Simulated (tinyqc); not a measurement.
Bloch-Grueneisen resistivity of a metal. From temperature coefficient back to residual resistivity rho_0. Computed by tinyqc, a small Python program. Command: `OMP_NUM_THREADS=1 python tinyqc.py 3024790 3024791 out.jsonl bg inv`. One thread of a shared host (Intel(R) Xeon(R) Processor @ 2.30GHz), about 0.01 s of CPU time with the checks.

Electrons scatter from a Debye spectrum of phonons (n = 5 for scattering within one band, n = 3 for scattering into a second, heavy band) and from static defects.

Inputs (values chosen for the exercise, modelled on copper):

| quantity | value | unit |
|---|---|---|
| exponent n | 5 | - |
| Debye temperature Theta | 320 | K |
| transport coupling lambda_tr | 0.12 | - |
| Drude plasma energy hbar w_p | 8.7 | eV |
| temperature T | 40 | K |

Addition: none.

Constants: k_B = 1.380649e-23 J/K; hbar = 1.054571817e-34 J s; eps_0 = 8.8541878128e-12 F/m; hbar = 6.582119569e-16 eV s; k_B = 8.617333262e-05 eV/K.

Method:
- J_n(y) = int_0^y x^n e^x/(e^x - 1)^2 dx, by 96 Gauss-Legendre points (upper limit at most 60).
- rho_ph = (n - 1) rho_1 (T/Theta)^n J_n(Theta/T), with rho_1 = 2 pi lambda_tr k_B Theta/(hbar eps_0 w_p^2), the high-temperature line at T = Theta.
- Matthiessen's rule: rho = rho_0 + rho_ph.
- Temperature coefficient (1/rho) d rho/dT by a central difference of +/- 0.5 K; residual ratio rho(295 K)/rho(4.2 K); scattering time tau = 1/(eps_0 w_p^2 rho); Wiedemann-Franz kappa = L_0 T/rho, L_0 = (pi^2/3)(k_B/e)^2.

Problem. A run gave the result below. Find the residual resistivity rho_0, known to lie between 0.0022 and 0.0034 microohm cm.

temperature coefficient = 94.39224 1e-3/K

Solution.

Each step takes the trial c = (a f_b - b f_a)/(f_b - f_a), f being the result less the target and a, b, c the logarithms of the listed values; c replaces end b, the old b replaces a if the sign of f changed, and otherwise f_a is halved.

Scan of the range:

| residual resistivity rho_0 (microohm cm) | temperature coefficient (1e-3/K) |
|---|---|
| 0.00220 | 95.0548 |
| 0.00237 | 94.4707 |
| 0.00254 | 93.8938 |
| 0.00273 | 93.2572 |
| 0.00294 | 92.5636 |
| 0.00316 | 91.8480 |
| 0.00340 | 91.0798 |

False position (Illinois rule, in the logarithm of the input) inside the bracket:

| step | end a | end b | trial | temperature coefficient (1e-3/K) |
|---|---|---|---|---|
| 1 | 0.00237000 | 0.00254000 | 0.00239244 | 94.3942 |
| 2 | 0.00254000 | 0.00239244 | 0.00239299 | 94.3923 |
| 3 | 0.00254000 | 0.00239299 | 0.00239301 | 94.3922 |
| 4 | 0.00239299 | 0.00239301 | 0.00239300 | 94.3922 |

Temperature coefficient falls at every point of a 13-point scan of the range (every second point is shown), so one value fits; it is bracketed by 0.00237 and 0.00254. Answer: residual resistivity rho_0 = 0.002393 microohm cm.

Caution: below about Theta/2 small-angle phonon scattering degrades heat flow more than charge flow, so a thermal conductivity taken from rho by the Wiedemann-Franz law would be too high.
